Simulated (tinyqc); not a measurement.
From results back to parameters: strained quantum well: band edges, subbands and transparency. Two cases, with inputs chosen for the exercise.

Problem. In a thick strained layer the gaps to heavy and light holes are Ec - E_HH and Ec - E_LH. They were computed from hidden e and Eg.

Growth on (001), barriers unstrained: tr(e) = e (2 - nu2), Z = b e (1 + nu2); Ec = Ev + Eg + ac tr(e), E_HH = Ev + av tr(e) + Z, E_LH = Ev + av tr(e) - Z (coupling to the split-off band left out).

Find: Z; e; Eg.

Method. Half of (Ec - E_LH) - (Ec - E_HH) is Z, which gives e; the mean is Eg + (ac - av) tr(e).

Case 1.

Values chosen (near those of an InGaAs/InP well; shifted at random, so the results belong to these values and not to a real crystal): nu2 = 0.98 (2 C12/C11); ac = -6.29 eV; av = 1.09 eV (Ev moves by av tr(e)); b = -1.92 eV (shear potential).

Ec - E_HH, Ec - E_LH (eV): 0.81782  0.75623

Solution.

Z = -0.0308 eV
e = 0.0081
Eg = 0.848 eV

Case 2.

Values chosen (near those of an InGaAs/InP well; shifted at random, so the results belong to these values and not to a real crystal): nu2 = 1.008 (2 C12/C11); ac = -5.92 eV; av = 1.06 eV (Ev moves by av tr(e)); b = -1.88 eV (shear potential).

Ec - E_HH, Ec - E_LH (eV): 0.66486  0.69808

Solution.

Z = 0.0166 eV
e = -0.0044
Eg = 0.651 eV

Computed by tinyqc, one run a case: `OMP_NUM_THREADS=1 python tinyqc.py N N+1 out.jsonl` with N = 1251952, 1251956; one thread of a shared Intel(R) Xeon(R) Processor @ 2.30GHz, about 0.01 s a run at most.
